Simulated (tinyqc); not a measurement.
Thinning the body: Gamma, L and X subbands of a thin body with non-parabolic valleys.

Hard walls, flat band, c = hbar^2/2m0, energies from the bulk Gamma edge. For a valley at angle theta to the normal 1/m_z = cos^2/ml + sin^2/mt and m_d = sqrt(ml mt^2/m_z). Subband n starts at E_v + e with e (1 + a e) = c (n pi/t)^2/m_z, and its density-of-states mass is taken as m_d (1 + 2 a e), without further growth at higher in-plane energy. Groups are named by valley and degeneracy.

n_i = g m/(2 pi c) kB T ln(1 + exp((EF - E_i)/kB T)), sum n_i = Ns (1e12/cm^2 = 1e-4/angstrom^2), c = hbar^2/2m0. Quantum capacitance Cq = 1602.176634 sum g m/(2 pi c) f_i in microfarad/cm^2 with f_i = 1/(1 + exp((E_i - EF)/kB T)); Cox = 34.5313/eot (one gate); C/Cox = Cq/(Cq + Cox), the centroid term left out.

Constants: hbar^2/2m0 = 3.80998211 eV angstrom^2; kB = 8.617333262e-05 eV/K.

Inputs chosen for the exercise (near those of a thin InAs channel; the results hold for these values, not for the real material): face = 100 (surface); mG = 0.0265 m0 (Gamma mass); aG = 2.29 1/eV (Gamma non-parabolicity); EL = 0.709 eV (L edge above Gamma); mL = (0.65, 0.051) m0 (L valleys (four, along <111>): ml, mt); EX = 0.996 eV (X edge above Gamma); mX = (1.09, 0.163) m0 (X valleys (three, along <100>): ml, mt); aS = 0.68 1/eV (non-parabolicity of L and X); Ns = 3.8 x 1e12/cm^2 (sheet density); T = 300 K (temperature); eot = 8 angstrom (equivalent oxide thickness); ts = (18, 24, 30, 40, 55, 75, 110) angstrom (thicknesses).

Lowest edge of each valley type, the lowest group, the Gamma share and C/Cox, with n = 1 to 8 of all groups.

Results:
```
t (angstrom)  Gamma (eV)  L (eV)  X (eV)  lowest  Gamma share (%)  C/Cox
18                 1.182   1.665   1.096      X1              7.7  0.734
24                 0.842   1.332   1.054      G1             99.8  0.652
30                 0.640   1.146   1.033      G1            100.0  0.609
40                 0.441   0.979   1.017      G1            100.0  0.551
55                 0.284   0.862   1.007      G1            100.0  0.485
75                 0.179   0.795   1.002      G1            100.0  0.433
110                0.096   0.750   0.999      G1            100.0  0.539
```

What can be read from this table?

From 110 down to 18 angstrom Gamma rises by 1.09 eV, L by 0.91 and X by 0.10 eV, the light Gamma mass moving most. The lowest group changes from G1 to X1 between 24 and 18 angstrom. The Gamma share goes from 100 % to 8 %. C/Cox is 0.54 and 0.73 at the ends and lies between 0.43 and 0.73. Hard walls overstate the rise in the thinnest rows.

Program tinyqc; command `OMP_NUM_THREADS=1 python tinyqc.py 1280398 1280399 out.jsonl`; about 0.04 s on one thread of a shared Intel(R) Xeon(R) Processor @ 2.30GHz.
